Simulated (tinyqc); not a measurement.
Classical nucleation, growth and JMAK kinetics of crystallisation from a melt or glass: one step, computed by the program tinyqc. Command: `OMP_NUM_THREADS=1 python tinyqc.py 3024768 3024769 out.jsonl nucl walk`. One thread of a shared host (Intel(R) Xeon(R) Processor @ 2.30GHz), about 0.01 s of CPU time with the checks.

A spherical nucleus cap on a flat wall with a sharp interface of isotropic energy gamma; lambda = Omega^(1/3) is the jump distance.

Problem. Critical nucleus. Driving force per volume: dG = H [(T_m - T)/T_m] [2 T/(T_m + T)]. Shape factor f = (2 + cos theta)(1 - cos theta)^2/4. W(r) = f [4 pi r^2 gamma - (4/3) pi r^3 dG]; r* = 2 gamma/dG; W* = f 16 pi gamma^3/(3 dG^2); n* = f (4/3) pi r*^3/Omega.

Inputs (values chosen for the exercise, for a model substance): melting point T_m = 1780 K; heat of melting per volume H = 6330 J/cm^3; interface energy gamma = 0.601 J/m^2; atomic volume Omega = 12.7 angstrom^3; temperature T = 1001 K; contact angle theta = 35 degrees.

Nucleation: on a flat wall. Driving force: Thompson-Spaepen.

Constants: e = 1.602176634e-19 C; k_B = 1.380649e-23 J/K.

Give: driving force dG; shape factor f; critical radius r*; barrier W*; atoms in the nucleus n*; W*/(k_B T).

Solution.

driving force dG = 1994.3 J/cm^3

shape factor f = 0.023051

critical radius r* = 0.60273 nm

barrier W* = 0.13158 eV

atoms in the nucleus n* = 1.6647

W*/(k_B T) = 1.5254

The wall leaves r* unchanged and cuts the barrier to 2.3 % of the homogeneous value. W* equals n* Omega dG/2 = 0.132 eV. Caution: with under 20 atoms in the nucleus or a barrier under 10 k_B T the capillary model is only a guide.
